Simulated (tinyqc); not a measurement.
# Tunnel rates from the two plateau currents

Problem. With only the 0-1 transition of a spin-degenerate level in the bias window, I = 2 q G_in G_out/(2 G_in + G_out). Find GL and GR.

Constants: q = 1.602176634e-19 C. Results are converted to the units shown.

sizes of the plateau currents for electrons entering from the left and from the right (pA): 18.882796  35.845308

Answer. q/I(left) = 1/GR + 1/(2 GL) and q/I(right) = 1/GL + 1/(2 GR) are linear in 1/GL and 1/GR.

GL = 3.30 1/ns
GR = 0.120 1/ns

Numbers from tinyqc (`OMP_NUM_THREADS=1 python tinyqc.py 2780131 2780132 out.jsonl`; about 0.01 s on one thread of a shared Intel Xeon 2.30GHz).
